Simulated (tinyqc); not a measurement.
Kinetics of strain relaxation and threading dislocations in mismatched semiconductor layers: one step, computed by the program tinyqc. Command: `OMP_NUM_THREADS=1 python tinyqc.py 3030330 3030331 out.jsonl threading walk`. One thread of a shared host (Intel(R) Xeon(R) Processor @ 2.30GHz), about 0.01 s of CPU time with the checks.

60-degree dislocations on {111} planes of a (001) layer, isotropic elasticity. The Schmid factor is 1/sqrt(6), and a misfit segment relieves strain with b/2.

Question. Graded buffer. In steady grading, strain is fed at R_f R_g and relieved at (b/4) rho v. As a glide-limited estimate, the driving stress is taken as the mean stress of the strained top zone, whose depth z solves R_f z/2 = e_eq(z), with strain R_f z at the surface; tau_g = S R_f z/2 is its mean; then rho = 4 R_f R_g/(b m tau_g), m = v0 exp(-Q/(k_B T_g)), S = (1/sqrt 6) 2 G (1 + nu)/(1 - nu), e_eq(z) = b (1 - nu/4) [ln(z/b) + 1]/(4 pi (1 + nu) z).

Inputs (values chosen for the exercise, modelled on Ge on Si):

| quantity | value | unit |
|---|---|---|
| misfit f | 0.0435 | - |
| shear modulus G | 56.7 | GPa |
| Poisson ratio nu | 0.26 | - |
| Burgers vector b | 4 | angstrom |
| glide activation energy Q | 1.6 | eV |
| velocity prefactor v0 | 38000 | m/s per MPa |
| grading rate (misfit per thickness) R_f | 0.02 | 1/micrometre |
| growth temperature of the buffer T_g | 630 | K |
| growth rate R_g | 0.16 | nm/s |

Constants: k_B = 8.617333262e-05 eV/K.

Give: depth z of the strained zone; stress tau_g; thread density of the buffer; buffer thickness f/R_f.

Answer.

depth z of the strained zone = 126.3 nm

stress tau_g = 99.57 MPa

thread density of the buffer = 5.329e+06 1/cm^2

buffer thickness f/R_f = 2.175 micrometre

Raising T_g by 50 K would lower this density by a factor 8.7: fast glide lets few threads do the work.
